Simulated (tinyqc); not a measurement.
Changing the ratio (V/G)/xi_c: nucleation and growth of vacancy voids in a cooling silicon-like crystal. Computed by tinyqc, a small Python program. Command: `OMP_NUM_THREADS=1 python tinyqc.py 3022273 3022274 out.jsonl voids sweep`. One thread of a shared host (Intel(R) Xeon(R) Processor @ 2.30GHz), about 0.3 s of CPU time with the checks.

Spherical voids; vacancies are lost only to voids.

Inputs (values chosen for the exercise, close to those used for silicon):
```
quantity                                    value    unit
vacancy density at the melting point C_m  5.6e+14  1/cm^3
formation energy E_f                         3.97      eV
melting point T_m                            1685       K
diffusion prefactor D0                    0.00045  cm^2/s
migration energy E_m                         0.41      eV
site density rho                            5e+22  1/cm^3
void surface energy gamma                   0.851   J/m^2
cooling rate q                                  3   K/min
limit of the excess at high V/G           2.1e+14  1/cm^3
temperature step                              0.2       K
```

Vacancy supply: from V/G.

Constants: k_B = 8.617333262e-05 eV/K; k_B = 1.380649e-23 J/K.

Method:
- C = C_x (u - 1)/(u + 0.2) with u = (V/G)/xi_c, a form chosen for the exercise.
- C_e = C_m exp[-(E_f/k_B)(1/T - 1/T_m)]; D = D0 exp(-E_m/(k_B T)); f = k_B T ln(C/C_e); r* = 2 gamma/(rho f); W* = 16 pi gamma^3/(3 rho^2 f^2); Z = f/sqrt(12 pi W* k_B T); I = rho Z (4 pi r* D C) exp(-W*/(k_B T)).
- March down from 1500 K in steps dT, dt = dT/q, with values at the upper end of each step: a class of I dt voids is born with r*; then all classes grow by r^2 += 2 D (C - C_e) dt/rho; C falls by the vacancies added to voids. Stop at 1150 K. T_n is the T of the largest I, N the final count (classes under 1e-6 /cm^3 are dropped), and the mean radius the number average.

One run for each value; columns: (1) ratio (V/G)/xi_c; (2) initial excess C (1/cm^3); (3) temperature of peak nucleation T_n (K); (4) void density N (1/cm^3); (5) mean radius (nm):
```
(1)          (2)     (3)         (4)     (5)
1.05  8.4000e+12  1286.6  3.4742e+07  10.384
1.33  4.5294e+13  1371.2  1.0154e+07  27.500
1.61  7.0773e+13  1395.0  7.3279e+06  35.594
1.89  8.9426e+13  1407.8  6.1768e+06  40.746
2.16  1.0322e+14  1415.6  5.5624e+06  44.267
2.44  1.1455e+14  1421.4  5.1552e+06  47.012
2.72  1.2370e+14  1425.8  4.8738e+06  49.147
3.00  1.3125e+14  1429.2  4.6674e+06  50.858
```

Describe and explain the trends.

Over the rows, initial excess C (1/cm^3) rises from 8.40e12 to 1.31e14 (exponent d ln y / d ln x 7.1 between the first rows and 0.60 between the last); temperature of peak nucleation T_n (K) rises from 1290 to 1430 (exponent d ln y / d ln x 0.27 between the first rows and 0.024 between the last); void density N (1/cm^3) falls from 3.47e7 to 4.67e6 (exponent d ln y / d ln x -5.2 between the first rows and -0.44 between the last). Near the neutral ratio the excess is small, nucleation late, and the voids small and many.

Caution (rows 1.05): below about 1290 K vacancies bind to oxygen in crucible-grown crystals, which cuts nucleation off; that is left out.

Extremes, crossings and ranges named in words are read from the listed rows.
